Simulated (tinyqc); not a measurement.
Time-dependent dielectric breakdown: cell percolation, Weibull statistics, area scaling and voltage extrapolation: one step, computed by the program tinyqc. Command: `OMP_NUM_THREADS=1 python tinyqc.py 3026870 3026871 out.jsonl tddb walk`. One thread of a shared host (Intel(R) Xeon(R) Processor @ 2.30GHz), about 0.01 s of CPU time with the checks.

The oxide is divided into columns of area a^2, each holding m = t_ox/a cells (m is taken as continuous). A share lambda(t) = (t/t_1)^alpha of the cells is defective, and a column whose cells are all defective breaks down.

Question. Weibull parameters from the cell model. Failure fraction F = 1 - (1 - lambda^m)^N with N = A/a^2 columns, which for small lambda^m is 1 - exp(-(t/t63)^beta) with beta = alpha m and t63 = t_1 N^(-1/beta); critical share lambda(t63) = N^(-1/m). 1 um^2 = 1e6 nm^2.

Inputs (values chosen for the exercise, for a model gate oxide): oxide thickness t_ox = 5.3 nm; defect cell size a = 1 nm; exponent alpha of defect growth = 0.32; time t_1 at which the occupied share would reach 1 = 4.9e+07 s; test area A = 10000 um^2.

Give: cells per column m; columns N; Weibull slope beta; characteristic life t63; critical share of defective cells.

Answer.

cells per column m = 5.3

columns N = 1.00e+10

Weibull slope beta = 1.696

characteristic life t63 = 62.23 s

critical share of defective cells = 0.01298

Times between F = 10 % and 90 % span a factor 6.16: the smaller beta = alpha m, the wider the scatter. Caution: t_1 is an input here; in a real oxide it changes with thickness at fixed voltage.
